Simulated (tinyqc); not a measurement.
# A finite superlattice with mass mismatch, transfer matrices: several studies

One electron of energy E comes from the left lead (band edge 0); no transverse momentum. Parabolic bands, masses in units of m0, C = hbar^2/(2 m0); psi and psi'/m are continuous at every interface. N periods of a barrier d1 followed by a well Lw; the right lead equals the left one.

Inputs (values chosen for the exercise); masses and offsets of a made-up heterostructure: mass in the left lead mL = 0.31 m0; barrier height U1 = 2.8 eV; barrier mass m1 = 0.64 m0; barrier width d1 = 0.3 nm; well width (edge 0, mass mL) Lw = 1.1 nm; number of periods N = 2; electron energy E = 4.172 eV.

Constants: q = 1.602176634e-19 C, hbar = 1.054571817e-34 J s, m0 = 9.1093837015e-31 kg, hbar^2/(2 m0) = 0.0380998212 eV nm^2. Results are converted to the units shown.

Each table varies one quantity; the others keep the values above.

## Transmission against the number of periods

For the pair (psi, psi'/m) a flat layer has M = [[cos kd, (m/k) sin kd], [-(k/m) sin kd, cos kd]] with k = sqrt(m (E - U)/C) above its edge U, and M = [[cosh Kd, (m/K) sinh Kd], [(K/m) sinh Kd, cosh Kd]] with K = sqrt(m (U - E)/C) below it. The matrices are multiplied with later layers to the left. With M acting on (psi, psi'/m) and v = k/m in each lead, T(E) = 4 vL vR/[(vL vR M12 - M21)^2 + (vR M11 + vL M22)^2]. x = (M11 + M22)/2 of one period. For |x| < 1 the energy lies in a miniband and cos(th) = x; for |x| > 1 it lies in a gap and cosh(g) = |x|. M^N = U_(N-1)(x) M - U_(N-2)(x) 1, with U_n = sin((n + 1) th)/sin th in a band and sign(x)^n sinh((n + 1) g)/sinh g in a gap.

Transmission against the number of periods:
```
N      T(E)  1/T(E) - 1
1   0.47836      1.0905
2   0.98862    0.011515
3   0.48366      1.0676
4   0.95641    0.045574
5   0.49439      1.0227
6   0.90848     0.10074
8   0.85128     0.17470
10  0.79094     0.26432
12  0.73215     0.36584
16  0.63007     0.58714
```

Here x = -0.05138. The energy lies in a miniband: 1/T(E) - 1 equals its one-period value times U_(N-1)^2, so T(E) oscillates with N, between 0.478 and 0.989 in these rows, and does not decay. In every row a layer is thinner than 0.8 nm, a few atomic planes, where an effective mass is a rough description.

## Lowest miniband against Lw

With x(E) = (M11 + M22)/2 of one period, the lowest miniband of the infinite superlattice runs from x = 1 to x = -1, and the mass at its bottom is -2 C (dx/dE)/(d1 + Lw)^2.

Result of one run:
```
Lw (nm)  bottom (eV)  top (eV)  width (meV)  mass at the bottom (m0)
1.5           0.2384    0.3168        78.40                   0.7255
```

What becomes of these results when the well width (edge 0, mass mL) Lw is changed from 1.5 to 1.7 nm, all else the same?

Result of the changed run:
```
Lw (nm)  bottom (eV)  top (eV)  width (meV)  mass at the bottom (m0)
1.7           0.2006    0.2604        59.79                   0.7600
```

The whole series:
```
Lw (nm)  bottom (eV)  top (eV)  width (meV)  mass at the bottom (m0)
0.6           0.6936     1.127        433.4                   0.5882
0.8           0.5155    0.7825        267.0                   0.6147
1             0.3995    0.5769        177.4                   0.6442
1.3           0.2883    0.3940        105.7                   0.6920
1.5           0.2384    0.3168        78.40                   0.7255
1.7           0.2006    0.2604        59.79                   0.7600
2             0.1589    0.2005        41.54                   0.8132
2.2           0.1380    0.1713        33.33                   0.8493
```

The width falls from 433 to 33.3 meV, the bottom falls from 0.694 to 0.138 eV, and the mass at the bottom rises from 0.588 to 0.849 m0 (well mass 0.31). In every row a layer is thinner than 0.8 nm, a few atomic planes, where an effective mass is a rough description.

## Transmission against energy

Same model as above.

The last column is exp(-2 sum K d) over the layers with U > E.

Results:
```
E (eV)      T(E)  exp(-2 sum K d)
0.224   7.495e-4         3.731e-4
0.662   0.005613         7.530e-4
1.1     0.006821         0.001641
1.537    0.06145         0.003977
1.975     0.1512          0.01148
2.413    0.03623          0.04691
2.851    0.03613            1.000
3.289    0.07041            1.000
3.727     0.2691            1.000
4.164     0.9935            1.000
5.04      0.2497            1.000
```

Estimate the missing row, E = 4.602 eV.

Computed row:
```
E (eV)    T(E)  exp(-2 sum K d)
4.602   0.3992            1.000
```

With this row back in the table: T(E) runs from 7.49e-4 at 0.224 eV to 0.250 at 5.04 eV; among the rows its largest value is 0.994 at 4.164 eV. In every row a layer is thinner than 0.8 nm, a few atomic planes, where an effective mass is a rough description.

Range of the model: Masses are held fixed, although real bands cease to be parabolic a few tenths of an eV from their edges (inside a barrier too).

Program tinyqc, `OMP_NUM_THREADS=1 python tinyqc.py 2560009 2560010 out.jsonl`; Intel Xeon 2.30GHz, shared host, one thread, about 0.01 s.
